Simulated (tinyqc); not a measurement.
BCS gap equation with a constant attraction inside the Debye window. Changing the coupling N(0)V. Computed by tinyqc, a small Python program. Command: `OMP_NUM_THREADS=1 python tinyqc.py 3011032 3011033 out.jsonl bcs sweep`. One thread of a shared host (Intel(R) Xeon(R) Processor @ 2.30GHz), about 0.01 s of CPU time with the checks.

Pairs attract with strength V for |xi| < k_B Theta; N(0) is the density of states for one spin. Energies are given as temperatures (E/k_B, in K) unless marked.

Inputs (values chosen for the exercise, modelled on niobium):
```
quantity                  value      unit
Debye temperature Theta     278         K
Fermi velocity v_F       330000       m/s
electron density n          5.7  1e28/m^3
mean free path l             47        nm
```

Solver: secant.

Constants: k_B = 8.617333262e-05 eV/K; hbar = 1.054571817e-34 J s; k_B = 1.380649e-23 J/K; m_0 = 9.1093837015e-31 kg; eps_0 = 8.8541878128e-12 F/m; c = 299792458 m/s; e = 1.602176634e-19 C.

Method:
- At T = 0 the gap equation 1/(N(0)V) = int_0^Theta d xi/sqrt(xi^2 + Delta^2) has the integral arcsinh(Theta/Delta), so Delta_0 = Theta/sinh(1/(N(0)V)); weak coupling gives 2 Theta exp(-1/(N(0)V)).
- Gap equation: 1/(N(0)V) = I(Delta, T) = int_0^Theta tanh(E/2T)/E d xi, E = sqrt(xi^2 + Delta^2); 64 Gauss-Legendre points in y with xi = max(Delta, T) sinh(y).
- T_c solves I(0, T_c) = 1/(N(0)V); the weak-coupling form is T_c = (2 e^C/pi) Theta exp(-1/(N(0)V)) with Euler's C = 0.5772157, and 2 Delta_0/T_c then tends to 2 pi e^-C = 3.528.
- xi_0 = hbar v_F/(pi Delta_0); lambda_L = sqrt(m_0 eps_0 c^2/(n e^2)); N(0) = 3 n/(2 m_0 v_F^2) for one spin; condensation energy N(0) Delta_0^2/2 = B_c^2/(2 mu_0), mu_0 = 1/(eps_0 c^2); with scattering lambda = lambda_L sqrt(1 + xi_0/l) in the local limit (where xi_0 and l both exceed lambda, nonlocal response makes the true depth larger); Ginzburg-Landau kappa = 0.96 lambda_L/xi_0 + 0.72 lambda_L/l. Free-electron mass throughout; heavier carriers, as in niobium or vanadium, give a larger lambda_L and kappa and can make the metal type II.

One run for each value:
```
coupling N(0)V  T_c (K)  2 Delta_0/T_c  weak-coupling T_c (K)  Delta_0 (K)  coherence length xi_0 (nm)
0.28              8.862         3.5305                  8.862        15.64                      51.285
0.41             27.501         3.5548                 27.501        48.88                      16.414
0.47             37.553         3.5780                 37.547        67.18                      11.943
0.54             49.527         3.6128                 49.472        89.47                       8.968
0.60             59.741         3.6457                 59.536       108.90                       7.368
0.67             71.469         3.6839                 70.861       131.64                       6.095
0.73             81.333         3.7146                 80.109       151.06                       5.311
0.80             92.630         3.7470                 90.311       173.54                       4.623
```

Give the missing row, coupling N(0)V = 0.34.

Computed row:
```
coupling N(0)V  T_c (K)  2 Delta_0/T_c  weak-coupling T_c (K)  Delta_0 (K)  coherence length xi_0 (nm)
0.34             16.644         3.5376                 16.644        29.44                      27.252
```

Interpolating between the two neighbouring rows (linearly) misses most in coherence length xi_0 (nm), by 29 %. Over the rows, T_c (K) rises from 8.86 to 92.6 (exponent d ln y / d ln x 3.2 between the first rows and 1.4 between the last); 2 Delta_0/T_c rises from 3.53 to 3.75 (exponent d ln y / d ln x 0.010 between the first rows and 0.095 between the last); weak-coupling T_c (K) rises from 8.86 to 90.3 (exponent d ln y / d ln x 3.2 between the first rows and 1.3 between the last). The exponent of T_c is about 1/(N(0)V), large at weak coupling; the weak-coupling formula misses by 2.5 % in the last row.

Caution (rows 0.410, 0.470, 0.540, 0.600, 0.670, 0.730, 0.800): at this coupling retardation and damping of the phonon exchange (Eliashberg theory) matter.
